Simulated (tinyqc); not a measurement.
## Dose and depth of a threshold implant

Problem. A sheet of D acceptors per cm^2 lies at depth xi inside the depleted layer of a body doped Na. In the depletion approximation VT = Vfb + f2 + q D/Cox + gamma sqrt(f2 + Vsb - q D xi/(eps0 eps_r)), gamma = sqrt(2 eps0 eps_r q Na)/Cox, Cox = eps0 eox/tox. Find gamma, D and xi.

Values chosen for this exercise; band and dielectric values close to those of 4H silicon carbide:

| symbol | value | unit | meaning |
|---|---|---|---|
| eps_r | 9.51 |  | relative permittivity |
| Na | 1.9e17 | cm^-3 | acceptor density deep in the body |
| eox | 25.1 |  | relative permittivity of the gate insulator (close to zirconium oxide) |
| tox | 8.1 | nm | insulator thickness |
| Vfb | -0.49 | V | flat-band voltage |
| f2 | 2.998 | V | band bending 2 phiF at threshold |

Constants: q = 1.602176634e-19 C, eps0 = 8.8541878128e-14 F/cm where lengths are in cm. Results are converted to the units shown.

VT against the source at Vsb = 0 and 2.5 V (V): 2.6960853  2.7496822

Answer. With y^2 = f2 - q D xi/(eps0 eps_r) and d the difference of the thresholds over gamma, sqrt(y^2 + Vsb) - y = d gives y = (Vsb - d^2)/(2 d). The first threshold then gives D, and y^2 gives xi.

gamma = 0.0825 V^0.5
D = 9.60e11 cm^-2
xi = 24.0 nm

tinyqc, about 0.5 s, one thread, Intel Xeon 2.30GHz (shared host): `OMP_NUM_THREADS=1 python tinyqc.py 2080106 2080107 out.jsonl`
